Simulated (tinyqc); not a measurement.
Precursor delivery and alloy composition in metal-organic vapour-phase epitaxy: one step, computed by the program tinyqc. Command: `OMP_NUM_THREADS=1 python tinyqc.py 3006507 3006508 out.jsonl movpe walk`. One thread of a shared host (Intel(R) Xeon(R) Processor @ 2.30GHz), about 0.01 s of CPU time with the checks.

Carrier gas leaves each bubbler saturated. Group-III species cross a boundary layer and react at the surface; element 2 can also desorb. The film is (1)_(1-x) (2)_x V with a zinc-blende cell.

Question. Composition and growth rate. Loss of element 2 is r x with r = prefactor x exp(-energy/(k_B T)). Then x = (g2 - r x)/(g1 + g2 - r x), or r x^2 - (g1 + g2 + r) x + g2 = 0, smaller root; growth rate G = g1/(1 - x) layers/s; one layer is a/2 thick, 1 angstrom/s = 0.36 um/h. Temperatures in kelvin are T(C) + 273.15. Distribution coefficient = [x/(1 - x)]/[x_g/(1 - x_g)], x_g = g2/(g1 + g2).

Inputs (values chosen for the exercise, close to those used for AlGaAs from TMAl and TMGa): source 1: bath temperature = 22 C; source 2: bath temperature = -1 C; prefactor of the loss of element 2 = 1e+17 layers/s; energy of the loss = 3.6 eV; lattice constant a = 5.655 angstrom; growth temperature T = 680 C.

arrival rates (layers/s): g1 0.5705397, g2 1.825568

Constants: k_B = 8.617333262e-05 eV/K.

Give: loss rate r; solid share x; growth rate G; distribution coefficient.

Answer.

loss rate r = 0.009226 layers/s

solid share x = 0.7612

growth rate G = 2.432 um/h

distribution coefficient = 0.9962

Desorption is negligible, so the solid copies the gas. Caution: trimethylaluminium is largely a dimer in the vapour, which would double its metal flow; it is counted as a monomer here. Caution: the lattice constant is held fixed as x changes, delta does not respond to the flow, both precursors share one D and k_s, and gas-phase side reactions are left out.
